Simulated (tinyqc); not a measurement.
# Trench capacitor in an array: capacitance, non-linearity, leakage and relaxation: what changes with what

A film between two metal electrodes, each interface adding a series capacitance ci. The small-signal permittivity is ek (1 + aq E^2); the field is found with the linear permittivity. Leakage J = J0 sinh(E/Ef). After a voltage step the film passes a relaxation current kr C V tt^(-nr), tt being the time in seconds. The sidewall is a coaxial capacitor with radii a = dm/2 - t and b = dm/2, depth AR dm; the end face is left out.

Parameters, values chosen for the exercise; permittivity of the order of that of hafnium oxide:
- ek = 19.3 (relative permittivity of the film)
- t = 5.5 nm (film thickness)
- ci = 1000 uF/cm^2 (capacitance of each electrode interface (dead layer and screening))
- aq = 0.0042 cm^2/MV^2 (quadratic field coefficient of the permittivity)
- V = 1.7 V (bias)
- nr = 0.965 (exponent of the relaxation current)
- kr = 0.00028 (strength of the relaxation)
- J0 = 1e-11 A/cm^2 (leakage prefactor)
- Ef = 0.32 MV/cm (field for an e-fold rise of the leakage)
- dm = 62 nm (diameter of the hole)
- AR = 70 (aspect ratio, depth over diameter)
- pt = 110 nm (pitch of the square array)
- rho = 140 uohm cm (resistivity of the inner electrode)
- t0 = 2e-8 s (duration of the write pulse)

Constants: eps0 = 8.8541878128e-14 F/cm where lengths are in cm. Results are converted to the units shown.

Each table varies one quantity; the others keep the values above.

## Capacitance, non-linearity and leakage against thickness

Planar film: Cf = eps0 ek/t, 1/C = 1/Cf + 2/ci, EOT = 3.9 eps0/C, effective permittivity C t/eps0, E = (V/t) C/Cf; quadratic coefficient [C(V)/C - 1]/V^2 with Cf (1 + aq E^2) in C(V).

Capacitance, non-linearity and leakage against thickness:

| t (nm) | C (uF/cm^2) | EOT (nm) | effective permittivity | E (MV/cm) | quadratic coefficient (ppm/V^2) | J (A/cm^2) |
|---|---|---|---|---|---|---|
| 3.1 | 5.452 | 0.6333 | 19.09 | 5.424 | 4.223e4 | 1.149e-4 |
| 4.5 | 3.769 | 0.9162 | 19.15 | 3.749 | 2.027e4 | 6.129e-7 |
| 6.5 | 2.615 | 1.320 | 19.20 | 2.602 | 9784 | 1.698e-8 |
| 9.4 | 1.811 | 1.906 | 19.23 | 1.802 | 4702 | 1.395e-9 |
| 14 | 1.218 | 2.836 | 19.25 | 1.211 | 2127 | 2.202e-10 |
| 20 | 0.8530 | 4.048 | 19.27 | 0.8485 | 1045 | 7.054e-11 |
| 29 | 0.5886 | 5.867 | 19.28 | 0.5855 | 497.6 | 3.036e-11 |
| 41 | 0.4164 | 8.292 | 19.28 | 0.4143 | 249.2 | 1.688e-11 |
| 60 | 0.2846 | 12.13 | 19.29 | 0.2832 | 116.5 | 1.005e-11 |

C falls from 5.45 to 0.285 uF/cm^2 while the effective permittivity goes from 19.1 to 19.3 (ek = 19.3). EOT is a straight line in t with slope 3.9/ek = 0.202 and intercept 0.00691 nm. The quadratic coefficient goes as t^(-1.97) between the first two rows and t^(-2.00) between the last two (-2 without interfaces), and J falls by 7.06 decades. For t = 3.1 direct tunnelling, left out, would add to the leakage.

## Cell against the film thickness

Per length 1/c = ln(b/a)/(2 pi eps0 ek) + (1/a + 1/b)/(2 pi ci); cell capacitance c AR dm; per footprint over pt^2; fields c V/(2 pi eps0 ek r) at r = a and b; resistance of the inner electrode rho AR dm/(pi a^2); time constant R C/3 of the distributed line.

Cell against the film thickness:

| t (nm) | cell capacitance (fF) | per footprint (uF/cm^2) | field at a (MV/cm) | field at b (MV/cm) | R (kohm) | R C/3 (ps) |
|---|---|---|---|---|---|---|
| 1.8 | 76.45 | 631.8 | 9.551 | 8.997 | 2.268 | 57.80 |
| 2.5 | 54.67 | 451.8 | 6.998 | 6.434 | 2.381 | 43.39 |
| 3.3 | 40.98 | 338.6 | 5.397 | 4.822 | 2.521 | 34.43 |
| 4.5 | 29.49 | 243.7 | 4.059 | 3.470 | 2.754 | 27.07 |
| 6.1 | 21.15 | 174.8 | 3.098 | 2.489 | 3.119 | 21.99 |
| 8.2 | 15.10 | 124.8 | 2.417 | 1.777 | 3.720 | 18.73 |
| 11 | 10.60 | 87.59 | 1.933 | 1.247 | 4.835 | 17.08 |

Read the table: what changes, and by how much?

As t goes from 1.8 to 11, the cell capacitance falls from 76.4 to 10.6 fF, the capacitance per footprint falls from 632 to 87.6 uF/cm^2, the ratio of the two fields rises from 1.06 to 1.55 and R C/3 falls from 57.8 to 17.1 ps; the time constant goes as t^(-0.87) between the first two rows and t^(-0.31) between the last two.

## Charge lost after writing

Planar film: Cf = eps0 ek/t, 1/C = 1/Cf + 2/ci, EOT = 3.9 eps0/C, effective permittivity C t/eps0, E = (V/t) C/Cf. A capacitor written for t0 and then left open loses, as a share of C V, kr (tt^(1 - nr) - t0^(1 - nr))/(1 - nr) by relaxation and J tt/(C V) by leakage; both are taken as small, and rows far outside that range are left out.

The same in every row: leakage current (nA/cm^2) = 73.783.

Charge lost after writing:

| tt (s) | relaxation current (nA/cm^2) | loss by relaxation (%) | loss by leakage (%) | total loss (%) |
|---|---|---|---|---|
| 1e-6 | 9.0627e5 | 0.063120 | 1.4056e-6 | 0.063121 |
| 1e-5 | 98234 | 0.10452 | 1.4056e-5 | 0.10453 |
| 0.0001 | 10648 | 0.14939 | 1.4056e-4 | 0.14953 |
| 0.001 | 1154.1 | 0.19803 | 0.0014056 | 0.19944 |
| 0.01 | 125.10 | 0.25075 | 0.014056 | 0.26481 |
| 0.1 | 13.560 | 0.30790 | 0.14056 | 0.44846 |
| 1 | 1.4698 | 0.36984 | 1.4056 | 1.7754 |

What does the table show?

The two currents are equal at tt = 0.0173 s. The loss by relaxation grows from 0.0631 to 0.370 %, by 0.0414 points over the first decade and 0.0619 over the last, while the loss by leakage grows tenfold a decade. Leakage is the larger loss for tt = 1 s. For tt = 1 the falling voltage would already cut the leakage, so the linear estimate overstates the loss.

tinyqc, about 0.01 s, one thread, Intel Xeon 2.30GHz (shared host): `OMP_NUM_THREADS=1 python tinyqc.py 2102008 2102009 out.jsonl`
